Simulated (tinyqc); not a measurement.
sp3s* tight binding, step by step. Values are carried at full precision from step to step, so a last printed digit may differ when a step is redone from the rounded ones.

sp3s* tight binding, nearest neighbours only: anion (a) at 0, cation (c) at a/4 (1,1,1), orbitals s, px, py, pz, s* on each; k in units of 2 pi/a. With phases e_j = exp(i (pi/2) k.n_j) for n = (1,1,1), (1,-1,-1), (-1,1,-1), (-1,-1,1): g0 = (e1+e2+e3+e4)/4, g1 = (e1+e2-e3-e4)/4, g2 = (e1-e2+e3-e4)/4, g3 = (e1-e2-e3+e4)/4. The diagonal holds the levels Esa, Epa, Exa (s*) and Esc, Epc, Exc. Anion-cation block: <sa|sc> = Vss g0; <sa|xc> = Vsapc g1; <xa|sc> = -Vscpa g1; <xa|xc> = Vxx g0; <xa|yc> = <ya|xc> = Vxy g3, <xa|zc> = <za|xc> = Vxy g2, <ya|zc> = <za|yc> = Vxy g1; <s*a|xc> = Vxapc g1; <xa|s*c> = -Vpaxc g1; y and z take g2 and g3 in place of g1; s-s* and s*-s* vanish.

Constants: hbar^2/2m0 = 3.80998211 eV angstrom^2.

Parameters, chosen for this exercise (near a published set for GaP, fitted to gaps, whose masses and valley positions are rough; the results hold for these values, not for the real material): k = (0.2, 0, 0) 2 pi/a (wave vector); Esa = -8.099 eV (s level of the anion); Epa = 1.123 eV (p level of the anion); Esc = -2.194 eV (s level of the cation); Epc = 4.117 eV (p level of the cation); Exa = 8.51 eV (s* level of the anion); Exc = 7.2 eV (s* level of the cation); Vss = -7.457 eV (s-s); Vxx = 2.158 eV (px-px); Vxy = 5.147 eV (px-py); Vsapc = 4.267 eV (s anion, p cation); Vscpa = 6.329 eV (s cation, p anion); Vxapc = 4.655 eV (s* anion, p cation); Vpaxc = 5.096 eV (p anion, s* cation); a = 5.453 angstrom (lattice constant).

## Phase sums

Form g0 to g3 at this k.

g0, g1, g2, g3: [0.95106, 0.30902i, 0.00000, 0.00000]

## The Hamiltonian without spin-orbit coupling

Fill in the 10 x 10 matrix.

H(k) (eV), rows sa, xa, ya, za, s*a, sc, xc, yc, zc, s*c and columns alike:
```
[[-8.0990, 0, 0, 0, 0, -7.0920, 1.3186i, 0, 0, 0],
 [0, 1.1230, 0, 0, 0, -1.9558i, 2.0524, 0, 0, -1.5748i],
 [0, 0, 1.1230, 0, 0, 0, 0, 2.0524, 1.5905i, 0],
 [0, 0, 0, 1.1230, 0, 0, 0, 1.5905i, 2.0524, 0],
 [0, 0, 0, 0, 8.5100, 0, 1.4385i, 0, 0, 0],
 [-7.0920, 1.9558i, 0, 0, 0, -2.1940, 0, 0, 0, 0],
 [-1.3186i, 2.0524, 0, 0, -1.4385i, 0, 4.1170, 0, 0, 0],
 [0, 0, 2.0524, -1.5905i, 0, 0, 0, 4.1170, 0, 0],
 [0, 0, -1.5905i, 2.0524, 0, 0, 0, 0, 4.1170, 0],
 [0, 1.5748i, 0, 0, 0, 0, 0, 0, 0, 7.2000]]
```

## Levels at this k

Diagonalise H, which belongs to k = (0.2, 0, 0) (2 pi/a). Four bands are filled (two electrons each); give the make-up of band 5, the lowest empty one.

levels (eV): [-12.9659, -1.0660, -0.3772, -0.3772, 3.3563, 4.6607, 5.6172, 5.6172, 7.6626, 9.0094]

weights of band 5: s 0.802, p 0.173, s* 0.025

weight of band 5 on atom a = 0.368

The vertical gap at this k is 3.7334 eV; band 5 is mostly s-like.

## Levels at Gamma

At k = 0 only g0 = 1 is left and H falls into 2 x 2 blocks [[E_a, V], [V, E_c]] with roots (E_a + E_c)/2 -/+ sqrt(((E_a - E_c)/2)^2 + V^2); the s* levels stay uncoupled. The direct gap runs from the highest lower root of the p blocks to the lowest upper root.

Blocks at Gamma (eV):
```
block            E_a      E_c        V  lower root  upper root
s (Gamma1)   -8.0990  -2.1940  -7.4570    -13.1667      2.8737
p (Gamma15)   1.1230   4.1170   2.1580     -0.0064      5.2464
```

direct gap at Gamma = 2.8801 eV

The lowest empty level at Gamma is s-like.

## Bands near the gap

Diagonalise at L = (1/2,1/2,1/2), X = (1,0,0), W = (1,1/2,0), K = (3/4,3/4,0) and at the fractions named between them; energies from the top of the valence band at Gamma; 4 bands are filled.

Levels (eV):
```
k        level 2  level 3  level 4  level 5  level 6
L         -6.872   -1.321   -1.321    2.401    4.128
L-G 0.5   -3.894   -0.726   -0.726    3.014    4.602
G          0.000    0.000    0.000    2.880    5.253
G-X 0.2   -1.060   -0.371   -0.371    3.363    4.667
G-X 0.4   -2.989   -1.174   -1.174    3.653    3.700
G-X 0.6   -4.972   -1.977   -1.977    2.909    3.454
G-X 0.7   -5.899   -2.296   -2.296    2.645    3.272
G-X 0.8   -6.746   -2.536   -2.536    2.472    3.096
G-X 0.9   -7.448   -2.684   -2.684    2.379    2.967
X         -7.774   -2.734   -2.734    2.352    2.918
W         -7.774   -2.734   -2.734    2.352    2.918
K         -7.608   -2.951   -2.315    2.369    3.002
K-G 0.5   -4.598   -1.828   -0.799    3.196    3.885
```

On these points the lowest empty level is lowest at X and W, 2.352 eV above the top. The band is nearly flat from X to W in this model, an artefact of nearest-neighbour coupling.

## Valleys and masses

The lowest conduction level at Gamma, at its minimum on (x,0,0) for x from 0.5 to 1, and at the point L (L, and X where the search ends there, need not be minima in this model; a zero or negative inverse mass shows it). Inverse masses m0/m = (E(+h) + E(-h) - 2 E)/(2 c q^2) with c = hbar^2/2m0, q = h 2 pi/a, h = 0.002; longitudinal along the valley axis ([100] at Gamma and Delta, [111] at L), transverse along [010] or [1-10]. A dash: the next level lies within 0.15 eV, so a single mass has no use there.

Valleys:
```
valley  x (2 pi/a)  E - Ev (eV)  m0/m_l  m0/m_t
Gamma       0.0000       2.8801    3.89    3.89
Delta       1.0000       2.3517    0.53    0.00
L           0.5000       2.4010    0.74    0.76
```

Of these three the lowest is the Delta line, which makes the gap indirect, 2.3517 eV. At Delta m0/m_t is 0.00. This nearest-neighbour model is fitted to gaps: it places the Delta minimum and the masses at Delta and L only roughly (transverse masses can be several times too heavy), and since its bands are flat from X to W the transverse mass grows too heavy towards X; d orbitals or second neighbours cure this.

## Checks

- Direct gap at Gamma from the blocks against the full matrix: both 2.88013.

(tinyqc, `OMP_NUM_THREADS=1 python tinyqc.py 1481402 1481403 out.jsonl`, Intel(R) Xeon(R) Processor @ 2.30GHz, 1 thread, shared host, about 0.06 s.)
